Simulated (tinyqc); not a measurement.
From results back to parameters: donor level screened by free carriers (Yukawa potential). Four cases, with inputs chosen for the exercise.

Problem. With Debye screening alone, ks^2 = 4 pi q n/(eps kB T), 1e18/cm^3 = 1e-6/angstrom^3. The converged binding was computed from a hidden density.

Potential -(q/(eps r)) exp(-ks r), q = e^2/(4 pi eps0). In units Ry* = Ry m/eps^2 and a* = a0 eps/m the problem is [-Laplacian - 2 exp(-x r)/r] psi = E psi with x = ks a*.

Converged values use 18 functions exp(-z r), z = 1.55^i, i = -11 to 6: S = 2/A^3, H = z_i z_j S - 2/(A + x)^2, A = z_i + z_j.

Constants: e^2/(4 pi eps0) = 14.39964547 eV angstrom; kB = 8.617333262e-05 eV/K.

Find: x; n.

Method. The binding in Ry* falls steadily with x, so bisection gives x; then n = (x/a*)^2 eps kB T/(4 pi q).

Case 1.

Values chosen (out of a larger set: near those of a donor in Si, with one mean mass; not measured data): eps = 11.4 (dielectric constant); T = 300 K (temperature).

Ry* = 32.768 meV
a* = 19.27 angstrom
binding = 6.4030 meV

Solution.

x = 0.623
n = 1.7 x 1e18/cm^3

Case 2.

Values chosen (out of a larger set: near those of a donor in Ge, with one mean mass; not measured data): eps = 15.8 (dielectric constant); T = 300 K (temperature).

Ry* = 8.884 meV
a* = 51.29 angstrom
binding = 0.9214 meV

Solution.

x = 0.771
n = 0.51 x 1e18/cm^3

Case 3.

Values chosen (out of a larger set: near those of a donor in GaN, with one mean mass; not measured data): eps = 9.3 (dielectric constant); T = 200 K (temperature).

Ry* = 32.878 meV
a* = 23.55 angstrom
binding = 10.9504 meV

Solution.

x = 0.461
n = 0.34 x 1e18/cm^3

Case 4.

Values chosen (out of a larger set: near those of a donor in Si, with one mean mass; not measured data): eps = 11.9 (dielectric constant); T = 400 K (temperature).

Ry* = 30.073 meV
a* = 20.12 angstrom
binding = 7.5620 meV

Solution.

x = 0.551
n = 1.7 x 1e18/cm^3

Computed by tinyqc, one run a case: `OMP_NUM_THREADS=1 python tinyqc.py N N+1 out.jsonl` with N = 1250096, 1250154, 1250196, 1250255; one thread of a shared Intel(R) Xeon(R) Processor @ 2.30GHz, about 0.02 s a run at most.
